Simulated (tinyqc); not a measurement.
Domain walls in a thin film with perpendicular anisotropy: Bloch, Neel and chiral walls, motion and stripe domains: one step, computed by the program tinyqc.

One-dimensional wall: polar angle theta(x), azimuth phi of the moment in the wall (phi = 0 Neel, 90 degrees Bloch). mu_0 = 1.25663706212e-6 T m/A, gamma = 1.76085963023e11 rad/(s T).

Question. Bloch or Neel. sigma(phi) = sigma_0 + 2 Delta K_D cos^2(phi) - pi D cos(phi), with the wall shape anisotropy K_D = N_x mu_0 M_s^2/2, N_x = t ln 2/(pi Delta). The minimum has cos(phi) = D/D_N for D < D_N = 4 Delta K_D/pi and phi = 0 beyond; sigma turns negative at D_c = (sigma_0 + 2 Delta K_D)/pi.

Inputs (values chosen for the exercise, for a model film): saturation magnetisation M_s = 1370 kA/m; DMI constant D = 0.53 mJ/m^2; thickness t = 2.1 nm.

width parameter Delta = 7.552918 nm

sigma_0 = 12.71032 mJ/m^2

Give: K_D; D_N; azimuth phi; wall energy sigma; D_c.

Answer.

K_D = 72.34 kJ/m^3

D_N = 0.6957 mJ/m^2

azimuth phi = 40.38 degrees

wall energy sigma = 12.08 mJ/m^2

D_c = 4.394 mJ/m^2

A mixed wall, between Bloch and Neel. D is 0.12 of D_c.
